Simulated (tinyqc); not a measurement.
Thermal and gravitational stress in a wafer during furnace and rapid thermal processing, and the onset of slip: one step, computed by the program tinyqc. Command: `OMP_NUM_THREADS=1 python tinyqc.py 3028858 3028859 out.jsonl slip walk`. One thread of a shared host (Intel(R) Xeon(R) Processor @ 2.30GHz), about 0.01 s of CPU time with the checks.

A thin free disc in plane stress, isotropic; T(r) = T_centre + dT (r/R)^n with n = 2. Stress is positive in tension; sigma_SB = 5.670374419e-8 W/(m^2 K^4), g = 9.80665 m/s^2.

Problem. Resolved stress round the edge. At the edge the stress is uniaxial along the tangent d = (cos phi, sin phi, 0) of a (001) wafer; the Schmid factor is the largest |(d.n)(d.b)| over the twelve {111}<110> systems.

Inputs (values chosen for the exercise, for a model wafer): edge less centre temperature dT = -7.8 K.

Temperature profile: parabolic.

hoop stress at the edge = 2.385786 MPa

Give: Schmid factor and resolved stress at phi = 0, 7.5, 15, 22.5, 30, 37.5 and 45 degrees from [100].

Solution.

Schmid factor and resolved stress at phi = 0, 7.5, 15, 22.5, 30, 37.5 and 45 degrees from [100]:

| phi from [100] (degrees) | Schmid factor | resolved stress (MPa) |
|---|---|---|
| 0.0 | 0.4082 | 0.974 |
| 7.5 | 0.4541 | 1.083 |
| 15.0 | 0.4830 | 1.152 |
| 22.5 | 0.4928 | 1.176 |
| 30.0 | 0.4830 | 1.152 |
| 37.5 | 0.4541 | 1.083 |
| 45.0 | 0.4082 | 0.974 |

The factor is 1/sqrt(6) = 0.408 along <100> and <110> and peaks at 0.4928 at 22.5 degrees, so slip, if any, starts at eight places between these directions.
